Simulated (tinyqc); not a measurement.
Complex band structure along [001] in sp3s* tight binding: one step. Complex wave vectors at one energy in the gap. Three cases, with inputs chosen for the exercise.

Problem. Solve det(H0 - E + z T + T^T/z) = 0 with E = Ev + dE, as the linear problem [[0, 1], [-T^T, E - H0]] x = z [[1, 0], [0, T]] x. Roots come as z, -z, 1/z and conjugates; list those with 0 < |z| < 1 and Re z, Im z >= 0, by falling |z|. Re kz = arg(z)/(pi/2) in units of 2 pi/a, kappa = -(4/a) ln|z|.

For k = (0, 0, kz) the phase sums are g0 = cos(phi) and g3 = i sin(phi), phi = kz a/4, and the s, pz, s* orbitals of anion (a) and cation (c) decouple from px, py. With z = exp(i phi), H(z) = H0 + z T + T^T/z for any complex z. H0 is diagonal (Esa, Epa, Exa, Esc, Epc, Exc). The anion-cation block is B(z) = z U + W/z and the cation-anion block z W^T + U^T/z, where U has Vss/2 (s,s), Vsapc/2 (s,z), -Vscpa/2 (z,s), Vxx/2 (z,z), Vxapc/2 (s*,z), -Vpaxc/2 (z,s*), and W has the same values with the s-z and s*-z signs reversed. |z| = 1 is a band state, |z| < 1 decays along [001] as exp(-kappa d) over a distance d, kappa = -(4/a) ln|z|. No spin-orbit coupling.

Case 1.

Values chosen (out of a larger set: near a published set for Si, fitted to gaps, whose masses and valley positions are rough (light masses up to twice too heavy); not measured data): dE = 0.97 eV (E - Ev); a = 5.432 angstrom (lattice constant).

diagonal of H0 (eV): sa -4.197000, za 1.718000, s*a 6.660000, sc -4.197000, zc 1.718000, s*c 6.660000

T (eV):
```
            sa        za        s*a         sc        zc        s*c
sa    0.000000  0.000000   0.000000  -4.146500  2.870000   0.000000
za    0.000000  0.000000   0.000000  -2.870000  0.857000  -2.679500
s*a   0.000000  0.000000   0.000000   0.000000  2.679500   0.000000
sc   -4.146500  2.870000   0.000000   0.000000  0.000000   0.000000
zc   -2.870000  0.857000  -2.679500   0.000000  0.000000   0.000000
s*c   0.000000  2.679500   0.000000   0.000000  0.000000   0.000000
```

Ev = 0.004000 eV

Case 2.

Values chosen (out of a larger set: near a published set for GaSb, fitted to gaps, whose masses and valley positions are rough (light masses up to twice too heavy); not measured data): dE = 0.21 eV (E - Ev); a = 6.102 angstrom (lattice constant).

diagonal of H0 (eV): sa -7.365000, za 0.849000, s*a 6.607000, sc -3.904000, zc 2.917000, s*c 6.000000

T (eV):
```
            sa        za        s*a         sc        zc        s*c
sa    0.000000  0.000000   0.000000  -3.093500  2.493000   0.000000
za    0.000000  0.000000   0.000000  -2.331000  0.783000  -2.132000
s*a   0.000000  0.000000   0.000000   0.000000  2.500500   0.000000
sc   -3.093500  2.331000   0.000000   0.000000  0.000000   0.000000
zc   -2.493000  0.783000  -2.500500   0.000000  0.000000   0.000000
s*c   0.000000  2.132000   0.000000   0.000000  0.000000   0.000000
```

Ev = 0.006431 eV

Case 3.

Values chosen (out of a larger set: near a published set for Ge, fitted to gaps, whose masses and valley positions are rough (light masses up to twice too heavy); not measured data): dE = 0.2 eV (E - Ev); a = 5.657 angstrom (lattice constant).

diagonal of H0 (eV): sa -5.901000, za 1.597000, s*a 6.315000, sc -5.901000, zc 1.597000, s*c 6.315000

T (eV):
```
            sa        za        s*a         sc        zc        s*c
sa    0.000000  0.000000   0.000000  -3.380000  2.711500   0.000000
za    0.000000  0.000000   0.000000  -2.711500  0.812500  -2.595500
s*a   0.000000  0.000000   0.000000   0.000000  2.595500   0.000000
sc   -3.380000  2.711500   0.000000   0.000000  0.000000   0.000000
zc   -2.711500  0.812500  -2.595500   0.000000  0.000000   0.000000
s*c   0.000000  2.595500   0.000000   0.000000  0.000000   0.000000
```

Ev = -0.028000 eV

Give: Decaying roots.

Solution.

Case 1.

Decaying roots:
```
Re z      Im z     |z|  Re kz (2 pi/a)  kappa (1/angstrom)
0.7700  0.0000  0.7700          0.0000              0.1925
0.3155  0.6943  0.7626          0.7284              0.1996
```

The slowest root has kappa = 0.1925 1/angstrom at Re kz = 0.000: a purely imaginary k at Gamma. The probability falls by exp(-2 kappa d), a factor 47 over 1 nm.

Case 2.

Decaying roots:
```
Re z      Im z     |z|  Re kz (2 pi/a)  kappa (1/angstrom)
0.9302  0.0000  0.9302          0.0000              0.0474
0.1425  0.4871  0.5075          0.8188              0.4446
```

The slowest root has kappa = 0.0474 1/angstrom at Re kz = 0.000: a purely imaginary k at Gamma. The probability falls by exp(-2 kappa d), a factor 2.58 over 1 nm.

Case 3.

Decaying roots:
```
Re z      Im z     |z|  Re kz (2 pi/a)  kappa (1/angstrom)
0.9359  0.0000  0.9359          0.0000              0.0469
0.1926  0.5696  0.6013          0.7925              0.3597
```

The slowest root has kappa = 0.0469 1/angstrom at Re kz = 0.000: a purely imaginary k at Gamma. The probability falls by exp(-2 kappa d), a factor 2.55 over 1 nm.

Computed by tinyqc, one run a case: `OMP_NUM_THREADS=1 python tinyqc.py N N+1 out.jsonl` with N = 1450187, 1450399, 1450451; one thread of a shared Intel(R) Xeon(R) Processor @ 2.30GHz, about 0.02 s a run at most.
